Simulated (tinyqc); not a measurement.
Worked calculation: CID on RHF in the 6-31g basis, for H2, spin multiplicity 1. One step of it, computed by the program tinyqc.

Question. Iteration 5 (converged): orbitals. Diagonalise F' = X^T F X, C = X C', fill 1 alpha and 1 beta electrons from the bottom; D = 2 C_occ C_occ^T. Each column has its largest component positive (the first on a tie).

converged F (hartree):
```
           1H 1s      1H 2s      2H 1s      2H 2s
1H 1s   0.066552  -0.444790  -0.446303  -0.439297
1H 2s  -0.444790  -0.320202  -0.439297  -0.367257
2H 1s  -0.446303  -0.439297   0.066552  -0.444790
2H 2s  -0.439297  -0.367257  -0.444790  -0.320202
```

X:
```
           1H 1s      1H 2s      2H 1s      2H 2s
1H 1s   1.258216  -0.497767  -0.073003   0.039257
1H 2s  -0.497767   1.732830   0.039257  -0.750353
2H 1s  -0.073003   0.039257   1.258216  -0.497767
2H 2s   0.039257  -0.750353  -0.497767   1.732830
```

Give: F' = X^T F X; orbital energies; coefficients C; D after iteration 5.

Answer.

F' = X^T F X (hartree):
```
         1        2        3        4
1   0.6066  -0.5742  -0.3237  -0.1251
2  -0.5742   0.2529  -0.1251  -0.1998
3  -0.3237  -0.1251   0.6066  -0.5742
4  -0.1251  -0.1998  -0.5742   0.2529
```

orbital energies (hartree): MO1 -0.5407, MO2 0.1828, MO3 0.8767, MO4 1.2002

coefficients C:
```
          MO1      MO2      MO3      MO4
1H 1s  0.2953   0.1593   0.8487  -1.0024
1H 2s  0.3197   1.3095  -0.6968   1.2299
2H 1s  0.2953  -0.1593   0.8487   1.0024
2H 2s  0.3197  -1.3095  -0.6968  -1.2299
```

D after iteration 5:
```
        1H 1s   1H 2s   2H 1s   2H 2s
1H 1s  0.1744  0.1888  0.1744  0.1888
1H 2s  0.1888  0.2044  0.1888  0.2044
2H 1s  0.1744  0.1888  0.1744  0.1888
2H 2s  0.1888  0.2044  0.1888  0.2044
```
